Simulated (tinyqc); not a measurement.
## One-sided p+-n junction, ionisation integral and breakdown: multiplication against voltage

A p+ layer at x < 0 and an n drift layer from x = 0. Depletion approximation, built-in voltage neglected. Local ionisation coefficients alpha_n = an exp(-(bn/E)^mx), alpha_p = ap exp(-(bp/E)^mx). Electrons move towards +x, holes towards x = 0.

W = sqrt(2 eps0 eps_r V/(q N)), peak field E0 = q N W/(eps0 eps_r), falling linearly to 0 at W. G(x) = integral from 0 to x of (alpha_n - alpha_p); I_n = integral of alpha_n exp(-G) (electrons injected at x = 0), I_p = integral of alpha_p exp(G(end) - G) (holes injected at the far edge); M = 1/(1 - I). Integrals on a fine grid; BV is where I_n = 1. Here BV = 7.81769 V; the Miller exponent is n = ln(1 - 1/M)/ln(V/BV).

Values chosen for this exercise; material values close to those of germanium:
- eps_r = 15.8 (relative permittivity)
- an = 1.58e7 1/cm (prefactor of the electron ionisation coefficient)
- bn = 1.53e6 V/cm (field constant for electrons)
- ap = 1.04e7 1/cm (prefactor of the hole ionisation coefficient)
- bp = 1.33e6 V/cm (field constant for holes)
- mx = 1 (exponent)
- N = 5.4e16 cm^-3 (donor density of the drift layer)

Constants: q = 1.602176634e-19 C, eps0 = 8.8541878128e-14 F/cm where lengths are in cm. Results are converted to the units shown.

Results:

| V (V) | E0 (kV/cm) | I_n | I_p | M_n | M_p | Miller n, electrons | Miller n, holes |
|---|---|---|---|---|---|---|---|
| 3.13 | 197 | 0.0222 | 0.0443 | 1.02 | 1.05 | 4.16 | 3.41 |
| 3.91 | 220 | 0.0624 | 0.109 | 1.07 | 1.12 | 4.00 | 3.21 |
| 4.69 | 241 | 0.137 | 0.211 | 1.16 | 1.27 | 3.89 | 3.04 |
| 5.47 | 260 | 0.257 | 0.355 | 1.35 | 1.55 | 3.81 | 2.90 |
| 6.72 | 288 | 0.571 | 0.663 | 2.33 | 2.96 | 3.70 | 2.72 |
| 7.19 | 298 | 0.736 | 0.800 | 3.78 | 5.01 | 3.67 | 2.66 |
| 7.5 | 305 | 0.860 | 0.897 | 7.12 | 9.70 | 3.65 | 2.62 |
| 7.7 | 309 | 0.946 | 0.961 | 18.6 | 25.9 | 3.64 | 2.60 |

Estimate the missing row, V = 6.25 V.

Computed row:

| V (V) | E0 (kV/cm) | I_n | I_p | M_n | M_p | Miller n, electrons | Miller n, holes |
|---|---|---|---|---|---|---|---|
| 6.25 | 278 | 0.433 | 0.536 | 1.76 | 2.16 | 3.74 | 2.78 |

With this row back in the table: M_n rises from 1.023 to 18.6 and M_p from 1.046 to 25.9; both diverge at BV. The Miller exponent for electrons falls from 4.16 to 3.64 and that for holes falls from 3.41 to 2.60. The larger multiplication belongs to holes, whose coefficient at the peak field of the last row is 1.26 times the other.

Program tinyqc, `OMP_NUM_THREADS=1 python tinyqc.py 2120063 2120064 out.jsonl`; Intel Xeon 2.30GHz, shared host, one thread, about 0.03 s.
